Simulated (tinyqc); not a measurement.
One-electron ion in a basis of Gaussians, step by step. One step of it, computed by the program tinyqc.

Task: Matrices over normalised Gaussians. With p = a_i + a_j and I(k) = Gamma((k+1)/2) / (2 p^((k+1)/2)): S = I(2l+2), T = (2l+3) a_i a_j S / p, V = -Z I(2l+1), each divided by sqrt(S_ii S_jj).

exponents of r^l exp(-a r^2) (1/bohr^2): 0.056630  0.171500  0.519400  1.573000  4.763000

Z = 6

l = 2

Give: S; T; V.

Result:

S:
```
,1,2,3,4,5
1,1.0000,0.5995,0.1629,0.0297,0.0046
2,0.5995,1.0000,0.5994,0.1629,0.0298
3,0.1629,0.5994,1.0000,0.5994,0.1630
4,0.0297,0.1629,0.5994,1.0000,0.5995
5,0.0046,0.0298,0.1630,0.5995,1.0000
```

T (hartree):
```
,1,2,3,4,5
1,0.1982,0.1786,0.0582,0.0114,0.0018
2,0.1786,0.6002,0.5410,0.1764,0.0345
3,0.0582,0.5410,1.8179,1.6385,0.5343
4,0.0114,0.1764,1.6385,5.5055,4.9626
5,0.0018,0.0345,0.5343,4.9626,16.6705
```

V (hartree):
```
,1,2,3,4,5
1,-1.2152,-1.0338,-0.4465,-0.1371,-0.0368
2,-1.0338,-2.1147,-1.7991,-0.7770,-0.2386
3,-0.4465,-1.7991,-3.6802,-3.1310,-1.3525
4,-0.1371,-0.7770,-3.1310,-6.4045,-5.4492
5,-0.0368,-0.2386,-1.3525,-5.4492,-11.1445
```
